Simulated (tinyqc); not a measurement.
Effective-mass impurity with a central-cell term, in a basis of Slater functions: one step, computed by the program tinyqc. Command: `OMP_NUM_THREADS=1 python tinyqc.py 3018482 3018483 out.jsonl centralcell walk`. One thread of a shared host (Intel(R) Xeon(R) Processor @ 2.30GHz), about 0.01 s of CPU time with the checks.

The envelope obeys H = -nabla^2 - (2/r) [Z + A exp(-kappa r)] in effective units, with kappa = a*/lambda; positive A deepens the well near the core.

Question. Matrices over the s basis. zeta_i = zeta_1 beta^(i-1), i = 1..n. For s functions exp(-zeta r), with s = zeta_i + zeta_j: S = 2/s^3, T = zeta_i zeta_j S, V = -2 Z/s^2, W = -2 A/(s + kappa)^2; each function is normalised by dividing by sqrt(S_ii S_jj).

Inputs (values chosen for the exercise, with mass and screening modelled on ZnO):
```
quantity                  value  unit
charge Z of the core          1     -
central-cell strength A     2.5     -
basis size n                  3     -
smallest exponent zeta_1   0.46  1/a*
ratio beta of exponents     2.6     -
```

Impurity: donor, one isotropic band.

kappa = 7.082422 1/a*

Give: exponents; overlap S; kinetic T; Coulomb V; central cell W.

Answer.

exponents (1/a*): 0.46  1.196  3.1096

overlap S:
```
       1      2      3
1  1.000  0.719  0.301
2  0.719  1.000  0.719
3  0.301  0.719  1.000
```

kinetic T (Ry*):
```
        1         2       3
1  0.2116    0.3955  0.4304
2  0.3955  1.430416   2.673
3  0.4304     2.673   9.670
```

Coulomb V (Ry*):
```
        1       2        3
1   -0.92  -1.190   -1.074
2  -1.190  -2.392   -3.095
3  -1.074  -3.095  -6.2192
```

central cell W (Ry*):
```
          1        2        3
1  -0.03040  -0.1069  -0.3016
2   -0.1069  -0.3812   -1.106
3   -0.3016   -1.106   -3.399
```
